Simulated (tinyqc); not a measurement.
On-chip interconnect, size-dependent resistivity and RC delay: two steps of the calculation.

A rectangular line between two neighbours and two ground planes. Surface and grain-boundary scattering are added to the bulk resistivity as corrections; capacitances are parallel-plate values without fringing; inductance is ignored.

Parameters, values chosen for the exercise; metal values close to those of copper:
```
symbol,value,unit,meaning
rho0,1.71,uohm cm,bulk resistivity
lam,40.2,nm,bulk mean free path
ps,0.3,,specular share of surface scattering
Rg,0.18,,reflection coefficient of grain boundaries
gr,1,,grain size over the metal width
wd,58,nm,drawn line width
AR,1.4,,"aspect ratio, height over width"
tl,2,nm,"liner on both walls and the bottom, not conducting"
sp,58,nm,space to the neighbouring lines
hd,76,nm,dielectric height to the planes above and below
ek,3.9,,relative permittivity of the dielectric
Mf,1,,Miller factor of the neighbours
Lw,9.8,um,line length
Rd,1300,ohm,driver resistance
Cl,0.12,fF,load capacitance
```

Constants: eps0 = 8.8541878128e-12 F/m. Results are converted to the units shown.

Problem 1. Resistivity, resistance and capacitance per length. Metal width x = wd - 2 tl, height y = AR wd - tl; grain boundaries (Mayadas-Shatzkes): al = (lam/(gr x)) Rg/(1 - Rg), g = 1/[1 - 3 al/2 + 3 al^2 - 3 al^3 ln(1 + 1/al)] - 1; surfaces (Fuchs-Sondheimer, thick limit): s = (3/8) lam (1 - ps)(1/x + 1/y); rho = rho0 (1 + g + s); r = rho/(x y); c = eps0 ek (2 wd/hd + 2 Mf AR wd/sp).

Give: x; y; al; g; s; rho; r; c.

Solution 1.

x = 54.00 nm
y = 79.20 nm
al = 0.1634
g = 0.2356
s = 0.3287
rho = 2.675 uohm cm
r = 6.255 ohm/um
c = 0.1494 fF/um

Problem 2. Ladder and Elmore delays. 6 equal pi sections: series Rs = r Lw/6; node capacitances c Lw/6, halved at nodes 0 and 6, with Cl added to node 6; Rd feeds node 0. Elmore delay of node k: the sum, over the resistors on the path to k, of resistance times all capacitance downstream of it.

r = 6.2545643 ohm/um
c = 0.14939345 fF/um

Wanted: Rs; C; Elmore delay.

Solution 2.

Rs = 10.216 ohm

| node | C (fF) | Elmore delay (ps) |
|---|---|---|
| 0 | 0.12200 | 2.0593 |
| 1 | 0.24401 | 2.0742 |
| 2 | 0.24401 | 2.0867 |
| 3 | 0.24401 | 2.0966 |
| 4 | 0.24401 | 2.1041 |
| 5 | 0.24401 | 2.1090 |
| 6 | 0.24200 | 2.1115 |

The far-end value equals Rd (c Lw + Cl) + r Lw (c Lw/2 + Cl) for any number of pi sections; the line resistance contributes 2.47 % of it.

Program tinyqc, `OMP_NUM_THREADS=1 python tinyqc.py 2100063 2100064 out.jsonl`; Intel Xeon 2.30GHz, shared host, one thread, about 0.01 s.
